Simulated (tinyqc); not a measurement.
Lattice against boundary over temperature: grain-boundary diffusion: Harrison regimes, Fisher and Le Claire analysis, Hart average. Computed by tinyqc, a small Python program. Command: `OMP_NUM_THREADS=1 python tinyqc.py 3022851 3022852 out.jsonl gbdiff walk`. One thread of a shared host (Intel(R) Xeon(R) Processor @ 2.30GHz), about 0.01 s of CPU time with the checks.

A boundary is a slab of width delta with diffusivity D_b, normal to a surface held at constant concentration; it leaks into grains of diffusivity D.

Inputs (values chosen for the exercise, for a model polycrystal):
```
quantity                          value   unit
melting point T_m                  1200      K
lattice prefactor D0            7.8e-05  m^2/s
lattice activation energy E        1.88     eV
boundary prefactor D0b          5.8e-05  m^2/s
boundary activation energy E_b     1.06     eV
boundary width delta               0.89     nm
segregation factor s                 10      -
grain size d                       0.65     um
temperature T                       838      K
time t                           130000      s
```

Constants: k_B = 8.617333262e-05 eV/K.

Method:
- D = D0 exp(-E/(k_B T)), D_b = D0b exp(-E_b/(k_B T)).
- Triple product P = s delta D_b.
- Hart average for parallel slabs: f = delta/d, D_eff = (s f D_b + (1 - f) D)/(1 - f + s f); share of the boundaries = s f D_b/(s f D_b + (1 - f) D); depth sqrt(D_eff t).
- l = sqrt(D t); P = s delta D_b; alpha = s delta/(2 l); beta = P/(2 D l). Regime A if l > 3 d, C if alpha > 1, B if alpha < 0.1, l < d/4 and beta > 10, otherwise a transition.
- D_eff = (s f D_b + (1 - f) D)/(1 - f + s f), f = delta/d; share of the boundaries = s f D_b/(s f D_b + (1 - f) D).

boundary fraction f = 0.00136923

Diffusivities (m^2/s):
```
T/T_m  T (K)           D         D_b       D_eff    share      regime
0.3      360  3.7433e-31  8.3962e-20  1.1356e-21  1.00000           C
0.4      480  1.4222e-24  4.3045e-16  5.8220e-18  1.00000           C
0.5      600  1.2612e-20  7.2414e-14  9.7945e-16  0.99999  transition
0.6      720  5.4035e-18  2.2068e-12  2.9853e-14  0.99982  transition
0.7      840  4.0982e-16  2.5334e-11  3.4307e-13  0.99882           A
0.8      960  1.0532e-14  1.5801e-10  2.1475e-12  0.99516           A
0.9     1080  1.3157e-13  6.5611e-10  9.0041e-12  0.98559           A
1.0     1200  9.9184e-13  2.0494e-09  2.8698e-11  0.96591           A
```

What follows from these numbers?

The apparent activation energy of D_eff is 1.06 eV between the first rows and 1.08 eV between the last, against E_b = 1.06 and E = 1.88 eV. The boundaries carry most of the flux up to the melting point. Caution: the segregation factor is held fixed, although it falls with temperature. Caution: outside regime A, D_eff and the share of the boundaries hold only at steady state.
